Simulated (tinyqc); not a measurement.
## Energy and delay of logic against supply voltage: energy and delay against supply voltage

One expression serves below and above threshold: I(Vg) = Ik [ln(1 + exp((Vg - VT + dd V)/(al nf Vt)))]^al, with I_on = I(V) and I_off = I(0). Gate delay td = kd C V/I_on, clock period LD td. Per gate and cycle the switching energy is act C V^2 and the leakage energy I_off V LD td. No short-circuit current, no variation. Minima are sought above 0.09 V; below a few Vt gates no longer switch and the model has no meaning.

EDP = energy times td.

Values chosen for this exercise; values of the order met in logic technologies: temperature T = 330 K; threshold voltage at zero drain bias VT = 0.18 V; slope factor nf = 1.18; barrier lowering per volt of supply dd = 0.06; specific current of a gate Ik = 0.63 uA; exponent of the current law al = 1.49; load capacitance of a gate C = 0.68 fF; delay factor kd = 0.7; logic depth LD = 40; activity factor act = 0.1.

Constants: q = 1.602176634e-19 C, kB = 1.380649e-23 J/K, Vt = kB T/q. Results are converted to the units shown.

Energy and delay against supply voltage:
```
V (V)  I_on (uA)  I_off (nA)  td (ps)  switching (aJ)  leakage (aJ)  energy (aJ)  EDP (fJ ps)
0.15     0.22766      3.7648   313.63          1.5300        7.0845       8.6145       2.7017
0.27      2.0909      4.6488   61.465          4.9572        3.0860       8.0432      0.49438
0.38      5.8609      5.6375   30.862          9.8192        2.6446       12.464      0.38466
0.5       11.446      6.9534   20.794          17.000        2.8917       19.892      0.41362
0.62      18.162      8.5702   16.249          26.139        3.4536       29.593      0.48086
0.73      25.155      10.373   13.814          36.237        4.1841       40.421      0.55837
0.85      33.591      12.764   12.045          49.130        5.2273       54.357      0.65473
0.97      42.792      15.690   10.790          63.981        6.5686       70.550      0.76123
1.08      51.845      18.938   9.9157          79.315        8.1123       87.427      0.86690
1.2       62.352      23.223   9.1609          97.920        10.212       108.13      0.99059
```

What does the table show?

td falls from 314 to 9.16 ps; the energy goes from 8.61 through a minimum of 8.04 (at V = 0.27 V among the rows listed) to 108 aJ and the EDP goes from 2.70 through a minimum of 0.385 (at V = 0.38 V among the rows listed) to 0.991 fJ ps. The exact minima lie at V = 0.212 V for the energy and 0.390 V for the EDP. Going from 1.2 V to the energy minimum saves a factor of 15.0 in energy and costs a factor of 12.7 in delay. Below the minimum the leakage energy rises faster than the switching energy falls, because the clock period grows so steeply.

Numbers from tinyqc (`OMP_NUM_THREADS=1 python tinyqc.py 2082037 2082038 out.jsonl`; about 0.01 s on one thread of a shared Intel Xeon 2.30GHz).
